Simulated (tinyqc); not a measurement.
Comparisons within one model: carrier statistics of a doped semiconductor with parabolic bands. A value that a table varies takes the place of the one given here.

Eg(T) = Eg0 - al T^2/(T + be); m_de = Mv^(2/3) (ml mt^2)^(1/3); m_dh = (mhh^(3/2) + mlh^(3/2))^(2/3); Nc and Nv from N = 2 (m kB T/(4 pi c))^(3/2) with c = hbar^2/2m0, in 1/angstrom^3; times 1e24 for 1/cm^3.

Energies are counted from Ev, so Ec = Eg. n = Nc F_1/2((EF - Eg)/kT), p = Nv F_1/2(-EF/kT), ND+ = ND/(1 + 2 exp((EF - Eg + ED)/kT)), NA- = NA/(1 + 4 exp((EA - EF)/kT)); neutrality asks p + ND+ = n + NA-. F_j(eta) = (1/Gamma(j + 1)) integral_0^infinity x^j dx/(1 + exp(x - eta)), which tends to exp(eta) for eta << 0.

Constants: hbar^2/2m0 = 3.80998211 eV angstrom^2; kB = 8.617333262e-05 eV/K.

Inputs chosen for the exercise (near those of Si; shifted at random, so the results belong to these values and not to a real crystal):
```
symbol  value     unit    meaning
Eg0     1.173     eV      gap at 0 K
al      0.000467  eV/K    Varshni alpha
be      610       K       Varshni beta
ml      0.928     m0      longitudinal electron mass
mt      0.181     m0      transverse electron mass
Mv      6                 equivalent valleys
mhh     0.532     m0      heavy-hole mass
mlh     0.158     m0      light-hole mass
ND      1.7e+14   1/cm^3  donors
NA      1.4e+13   1/cm^3  acceptors
ED      0.0463    eV      donor level below Ec
EA      0.045     eV      acceptor level above Ev
T       77        K
```

## Temperature

Neutrality solved at each temperature; ni = sqrt(Nc Nv) exp(-Eg/2kT).

Carriers (1/cm^3):
```
T (K)  EF (eV)         n         p  majority / |ND - NA|        ni  Eg (eV)
30      1.1305  7.66e+10    <1e-99              0.000491  1.84e-81   1.1723
50      1.1252  4.06e+13  2.98e-96                 0.260  1.10e-41   1.1712
77      1.1020  1.42e+14  1.09e-54                 0.911  1.24e-20   1.1690
120     1.0535  1.55e+14  1.62e-26                 0.996  1.59e-06   1.1638
200     0.9530  1.56e+14  5.95e-06                  1.00  3.05e+04   1.1499
300     0.8157  1.56e+14  2.24e+05                  1.00  5.91e+09   1.1268
450     0.5947  1.61e+14  4.55e+12                  1.03  2.70e+13   1.0838
600     0.4971  2.29e+15  2.14e+15                  14.7  2.21e+15   1.0341
800     0.4516  7.06e+16  7.04e+16                   452  7.05e+16   0.9610
1000    0.4051  6.24e+17  6.23e+17              4.00e+03  6.25e+17   0.8829
```

How do the results move?

Ionisation is incomplete: the majority density is below 90 % of the net doping at 30 and 50 K, down to a share of 0.00049. It is within 10 % of the net doping at 77, 120, 200, 300 and 450 K. At 600, 800 and 1000 K thermal pairs lift it more than 10 % above the net doping; ni has reached 6.25e+17 1/cm^3 at 1000 K against a net doping of 1.56e+14. EF goes from 1.130 eV to 0.405 eV, where midgap is 0.441 eV and the intrinsic level (Boltzmann) 0.405 eV.

## Doping level

Only donors are present (NA = 0); eta is the distance of EF beyond the conduction edge in units of kT.

Neutral state:
```
ND (1/cm^3)  EF (eV)  majority (1/cm^3)  ionised share     eta
1.0e+14       1.0993           9.44e+13          0.944  -10.50
1.0e+15       1.1126           6.96e+14          0.696   -8.50
1.0e+16       1.1229           3.27e+15          0.327   -6.95
1.0e+17       1.1314           1.18e+16          0.118   -5.66
1.0e+18       1.1393           3.90e+16          0.039   -4.47
3.0e+18       1.1430           6.81e+16          0.023   -3.91
1.0e+19       1.1471           1.25e+17          0.012   -3.30
3.0e+19       1.1508           2.15e+17          0.007   -2.74
```

How do the results move?

The impurity level lies at 1.1227 eV. The ionised share falls from 0.944 to 0.007 as EF passes through it between 1e+15 and 1e+16 1/cm^3 (share 1/3 there); it is below one half from 1e+16 1/cm^3 on. Over the last two rows the doping grows threefold and the majority density by a factor 1.73. EF comes within 3 kT of the majority band edge from 3e+19 1/cm^3 on. Above roughly 4e+18 1/cm^3 (N^(1/3) a = 0.26, with the radius a = sqrt(c/(m E)) from the ionisation energy E and the mass (ml mt^2)^(1/3)) the levels merge with the band and real ionisation is complete; sharp levels then overstate freeze-out.

## What each input does

Neutrality solved anew for each case. Each row changes one parameter from the base and keeps the others.

Results:
```
case                  EF (eV)  n (1/cm^3)  p (1/cm^3)
base                   1.1020    1.42e+14    1.09e-54
T = 97 K               1.0802    1.53e+14    1.56e-38
ND = 8.5e+13 1/cm^3    1.0971    6.75e+13    2.29e-54
NA = 1.82e+13 1/cm^3   1.1019    1.38e+14    1.12e-54
Eg0 = 1.223 eV         1.1520    1.42e+14    5.82e-58
mt = 0.2172 m0         1.1009    1.44e+14    1.29e-54
mhh = 0.6384 m0        1.1020    1.42e+14    1.38e-54
ED = 0.0694 eV         1.0965    6.14e+13    2.52e-54
```

What can be read from the table?

The largest shifts from the base row, up to three for each result and ties (the steps differ in size, so this ranks the rows, not the parameters). EF (eV): Eg0 +0.0500, T -0.0218, ED -0.0056; unchanged at the printed digits by mhh. n (1/cm^3): ED -8.07e+13, ND -7.45e+13, T +1.12e+13; unchanged at the printed digits by Eg0 and mhh. p (1/cm^3): T +1.56e-38, ED +1.43e-54, ND +1.20e-54.

Computed by tinyqc, a small Python program: `OMP_NUM_THREADS=1 python tinyqc.py 1682533 1682534 out.jsonl` (the numbers bound the seed that draws the inputs); one thread of a shared host (Intel(R) Xeon(R) Processor @ 2.30GHz), about 0.01 s for the whole set of steps.
